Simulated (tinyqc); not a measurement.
# Gate sheet resistance from two finger widths

Inverse problem. At low frequency R = Rsh Wf/(3 L) + B/Wf, where B collects the channel and vertical terms. Find Rsh, B and the width of lowest R.

Parameters, values chosen for the exercise:
```
symbol  value  unit         meaning
L        0.14    um  channel length
```

input resistance of single fingers, contacted at one end, of width 0.8 and 4.1 um (ohm): [185.95238, 336.77120]

Solution. R Wf is a straight line in Wf^2; the minimum of R lies where both terms are equal.

Rsh = 32.00 ohm/square
B = 100.0 ohm um
width of lowest R = 1.146 um

Computed by the program tinyqc: `OMP_NUM_THREADS=1 python tinyqc.py 2262030 2262031 out.jsonl`, one thread of a shared Intel Xeon 2.30GHz, about 0.01 s for the whole run.
